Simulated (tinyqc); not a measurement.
Which single mass stands for the valley: donor in an ellipsoidal valley (Kohn-Luttinger variational method). Computed by tinyqc, a small Python program. Command: `OMP_NUM_THREADS=1 python tinyqc.py 3010367 3010368 out.jsonl kohnlutt walk`. One thread of a shared host (Intel(R) Xeon(R) Processor @ 2.30GHz), about 0.03 s of CPU time with the checks.

H = -(d^2/dx^2 + d^2/dy^2) - gamma d^2/dz^2 - 2/r in units built on m_t, with gamma = m_t/m_l and z along the valley axis. One valley; no valley-orbit or central-cell term.

Inputs (values chosen for the exercise, modelled on silicon): transverse mass m_t = 0.188 m_0; longitudinal mass m_l = 0.935 m_0; dielectric constant eps = 11.4.

Constants: Ry = 13.605693123 eV; a_0 = 0.529177210903 angstrom.

Method:
- Ry* = Ry m_t/eps^2, a* = a_0 eps/m_t, gamma = m_t/m_l.
- Trial function exp(-sqrt((x^2 + y^2)/a^2 + z^2/b^2)) with beta = b/a < 1: E = t/a^2 - u/a, t = (2 + gamma/beta^2)/3, u = 2 arcsin(sqrt(1 - beta^2))/sqrt(1 - beta^2); the best a is 2 t/u and E(beta) = -u^2/(4 t).
- Golden-section search on beta from 0.05 to 0.999, 60 steps.
- Gaussian basis: g = P exp(-al (x^2 + y^2) - be z^2) with P = 1 (s-like), z (2p0) or x (2p+-); al = 0.004 x 2.6^k, k = 0..11, and be/al = 1, gamma^(-1/2) or 1/gamma (36 functions); 1/r = (2/sqrt(pi)) int exp(-t^2 r^2) dt by 48 Gauss-Legendre points after t = sqrt(al_i + al_j) tan(theta); overlap eigenvalues below 1e-10 are dropped.
- A hydrogenic level is Ry m/eps^2 for one mass m; errors are against the Gaussian basis.

gamma = 0.201070

1s binding energy, Gaussian basis = 31.0984 meV

1s binding energy, trial function = 31.0547 meV

1s binding energy:
```
rule                                      mass (m_0)  binding (meV)  error (%)
transverse mass                              0.18800         19.682     -36.71
conductivity mass 3/(2/m_t + 1/m_l)          0.25624         26.826     -13.74
density-of-states mass (m_t^2 m_l)^(1/3)     0.32090         33.596       8.03
longitudinal mass                            0.93500         97.886     214.76
trial function with a and b                        -         31.055      -0.14
mass that fits 1s                            0.29705         31.098       0.00
```

The conductivity mass, which is what a spherical trial function (a = b) gives, falls short by 13.7 %, as a restricted variational bound must; the density-of-states mass is off by +8.0 %. The mass that fits lies between the two.

Extremes, crossings and ranges named in words are read from the listed rows.
